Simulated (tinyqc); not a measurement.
What each parameter does: model-solid line-up of a strained alloy layer on a substrate.

All values of the alloy are linear in x but the gap, Eg(x) = (1 - x) Eg_A + x Eg_B - C x (1 - x), and the valence edge, Ev(x) = (1 - x) Ev_A + x Ev_B + fv C x (1 - x); Ec = Ev + Eg. Ev is the top of the unstrained valence band on a scale common to all materials. In the layer only the Gamma valley of the conduction band is followed, also where an X or L valley would lie lower.

Coherent growth on a (111) face: e_par = (a_s - a)/a, e_perp = -(2 C11 + 4 C12 - 4 C44)/(C11 + 2 C12 + 4 C44) e_par; exx = eyy = ezz = (2 e_par + e_perp)/3 and exy = eyz = ezx = (e_perp - e_par)/3.

Strained edges: Ec + ac tr(e); the valence edges are Ev plus the levels of the 6 x 6 matrix of X, Y, Z times spin with -Dso/3 + l exx + m (eyy + ezz) on the diagonal (cyclic), n exy off it, l = av + 2 b, m = av - b, n = sqrt(3) d. Spin-orbit term (Dso/3) L.sigma on X, Y, Z with (L_k)_ij = -i epsilon_kij: <X+|H|Y+> = -i Dso/3, <X+|H|Z-> = Dso/3, <Y+|H|Z-> = -i Dso/3, <Z+|H|X-> = -Dso/3, <Z+|H|Y-> = i Dso/3, <X-|H|Y-> = i Dso/3, and their conjugates; + and - are the spin along z.

dEc = Ec(substrate) - Ec(layer), dEv = Ev(layer) - Ev(substrate); positive values confine the carrier in the layer. Type I: both of one sign; type II: opposite signs; type III: the gaps do not overlap.

Inputs chosen for the exercise (A near GaAs, B near GaP, substrate near GaAs; not measured data):
```
symbol  value           unit      meaning
a       (5.659, 5.454)  angstrom  lattice constant of A, B
Eg      (1.501, 2.885)  eV        gap at Gamma to the s-like level of A, B
Dso     (0.34, 0.081)   eV        spin-orbit splitting of A, B
Ev      (-0.81, -1.26)  eV        top of the unstrained valence band of A, B
ac      (-7.07, -8.27)  eV        conduction deformation potential of A, B
av      (1.17, 1.71)    eV        valence hydrostatic potential of A, B
b       (-2.02, -1.61)  eV        tetragonal shear potential of A, B
d       (-4.83, -4.61)  eV        trigonal shear potential of A, B
C11     (123.8, 140.1)  GPa       of A, B
C12     (55.8, 62.9)    GPa       of A, B
C44     (59.6, 71.2)    GPa       of A, B
C       0.179           eV        bowing of the gap
fv      0.2                       share of the bowing taken by the valence edge
a_s     5.659           angstrom  substrate
Eg_s    1.501           eV        lowest gap of the substrate
Ev_s    -0.81           eV        substrate valence edge
face    111                       growth face
x       0.25                      fraction of B
```

Strained gap, valence splitting and offsets.

One parameter was then changed.

Results before and after:
```
case     gap (eV)  splitting (meV)  dEc (eV)  dEv (eV)
base       1.6469             83.2   -0.1042   -0.0417
changed    1.6316             83.2   -0.0888   -0.0417
```

Which of these changes was made? (a) C = 0.279 eV; (b) a_s = 5.679 angstrom; (c) Ev_s = -0.76 eV; (d) av = (1.346, 1.966) eV; (e) d = (-5.554, -5.302) eV; (f) x = 0.27; (g) ac = (-8.13, -9.51) eV; (h) fv = 0.4.

Answer: (g) ac = (-8.13, -9.51) eV. Of the candidates, run in turn, only this one gives the changed row.

All candidates:
```
case                     gap (eV)  splitting (meV)  dEc (eV)  dEv (eV)
base                       1.6469             83.2   -0.1042   -0.0417
x = 0.27                   1.6582             90.5   -0.1128   -0.0444
a_s = 5.679 angstrom       1.5783            119.3   -0.0642   -0.0131
C = 0.279 eV               1.6282             83.2   -0.0892   -0.0380
fv = 0.4                   1.6469             83.2   -0.1109   -0.0350
Ev_s = -0.76 eV            1.6469             83.2   -0.0542   -0.0917
ac = (-8.13, -9.51) eV     1.6316             83.2   -0.0888   -0.0417
d = (-5.554, -5.302) eV    1.6388             96.8   -0.1042   -0.0336
av = (1.346, 1.966) eV     1.6442             83.2   -0.1042   -0.0390
```

(tinyqc, `OMP_NUM_THREADS=1 python tinyqc.py 1050364 1050365 out.jsonl`, Intel(R) Xeon(R) Processor @ 2.30GHz, 1 thread, shared host, about 0.01 s.)
